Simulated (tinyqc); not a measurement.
Inside a calculation. Model: Stillinger-Weber potential for a tetrahedral semiconductor. Computed by tinyqc, a small Python program that keeps every step. Command: `OMP_NUM_THREADS=1 python tinyqc.py 3031463 3031464 out.jsonl swsi walk`. One thread of a shared host (Intel(R) Xeon(R) Processor @ 2.30GHz), about 0.04 s of CPU time with the checks. Intermediate numbers are printed to about 6 digits and carried at full precision; extremes and crossings named in words are read from the listed rows.

With x = r/sigma: pair term eps A (B x^-4 - 1) exp(1/(x - a)); for each pair of neighbours j, k of atom i, three-body term eps lambda exp(gamma/(x_ij - a) + gamma/(x_ik - a)) (cos theta_jik + 1/3)^2; both vanish beyond x = a. A = 7.049556277, B = 0.6022245584, a = 1.8.

Inputs (values chosen for the exercise, modelled on germanium):

| quantity | value | unit |
|---|---|---|
| energy scale eps | 1.904 | eV |
| length scale sigma | 2.184 | angstrom |
| three-body strength lambda | 30.2 | - |
| gamma | 1.1 | - |
| bond 1 of the trimer | 2.53 | angstrom |
| bond 2 of the trimer | 2.63 | angstrom |
| angle of the trimer theta | 132 | degrees |

displacement of one atom (angstrom): -0.082  -0.22  -0.23

Constants: 1 eV/angstrom^3 = 160.2176634 GPa.

## A trimer

Atom 1 binds atoms 2 and 3 at the angle theta; the third side follows from the cosine rule. Sum the three pair terms and the three-body terms centred on each atom.

distance 2-3 = 4.71407 angstrom

pair terms (eV): 1-2 -1.87980, 1-3 -1.78794, 2-3 0.00000

three-body term at atom 1 = 0.184239 eV

three-body terms at atoms 2 and 3 = 0 eV

energy of the trimer = -3.48350 eV

The cut-off is 3.931 angstrom, so atoms 2 and 3 do not interact directly.

## The diamond lattice

All angles are tetrahedral, so only the pair term acts; its minimum lies at x = 2^(1/6) with depth eps, and second neighbours lie beyond the cut-off. a0 = 4 d/sqrt3; E = -2 eps per atom.

bond length d = 2.45146 angstrom

lattice constant a0 = 5.66140 angstrom

energy per atom = -3.808 eV

## Elastic constants and internal strain

Second derivatives of the energy per atom, volume a0^3/8: e_xx gives C11, e_xx = -e_yy gives 2 (C11 - C12), e_xy = e_yx = h/2 gives the unrelaxed C44(0). Under that shear the second sublattice shifts by u_z; minimising over u_z gives C44 = C44(0) - E_hu^2/(E_uu V) and Kleinman's zeta = |E_hu/E_uu|/(a0/4). The optical force constant is k = 4 E_uu, with M omega^2 = k at the zone centre.

C11 = 153.503 GPa

C12 = 41.1806 GPa

unrelaxed C44(0) = 91.1015 GPa

C44 = 68.7004 GPa

internal strain zeta = 0.417457

optical force constant k = 36.3370 eV/angstrom^2

Internal relaxation lowers C44 by 25 %. zeta = 1 would keep all bond lengths equal under shear and 0 would move atoms with the lattice; the value here is 0.42. Caution: the original fit to silicon is too soft in shear (C44) and too stiff for the optical mode.

## One atom displaced in the eight-atom cell

Cubic cell of side a0 with periodic images; atoms 1 to 4 at (0,0,0), (0,1/2,1/2), (1/2,0,1/2), (1/2,1/2,0), atoms 5 to 8 shifted by (1/4,1/4,1/4). Atom 5 is moved by u. Forces are minus the gradient of the total energy.

bond lengths from atom 5 to atoms 1 to 4 (angstrom): 2.14749  2.67570  2.52549  2.51425

rise of the pair energy = 0.713019 eV

three-body energy = 0.303696 eV

forces (eV/angstrom):
```
               x         y         z
atom 5   2.48654   4.20498   4.35838
atom 1  -2.04298  -2.30882  -2.33778
atom 2   0.25082  -0.98221  -0.99846
atom 3  -0.43769  -0.48749  -0.65755
atom 4  -0.40558  -0.60770  -0.55452
```

Bond bending carries 30 % of the energy rise. The four neighbours take up a total force of 6.846 against 6.547 eV/angstrom on atom 5; the difference acts on atoms 6 to 8.

## Diamond against structures with more neighbours

Each structure is relaxed in its neighbour distance d (lowest minimum for d between sigma and 1.7 sigma), with all neighbours inside the cut-off, second shells too where they fall inside.

Energies per atom (eV):

| structure | first neighbours | d (angstrom) | pair | three-body | total | volume (angstrom^3) |
|---|---|---|---|---|---|---|
| diamond | 4 | 2.45146 | -3.80800 | 0.00000 | -3.80800 | 22.6820 |
| simple cubic | 6 | 2.89308 | -3.95150 | 1.49820 | -2.45331 | 24.2148 |
| bcc | 8 | 3.09116 | -3.47786 | 1.43355 | -2.04431 | 22.7375 |
| fcc | 12 | 3.22109 | -3.24449 | 1.41310 | -1.83139 | 23.6316 |

The order is diamond < simple cubic < bcc < fcc, the lowest two 1.355 eV apart. Against diamond the pair energy changes by -0.14 (simple cubic), +0.33 (bcc), +0.56 (fcc) eV, while angles away from 109.47 degrees cost 1.50, 1.43, 1.41 eV; the bonds stretch to 3.22 angstrom in fcc to weaken that penalty.

Checks made by the program: lattice sum at a0 (relative difference below 1e-10); B from the pair term alone, phi''(d)/(3 a0), against (C11 + 2 C12)/3 (relative difference 5e-07).
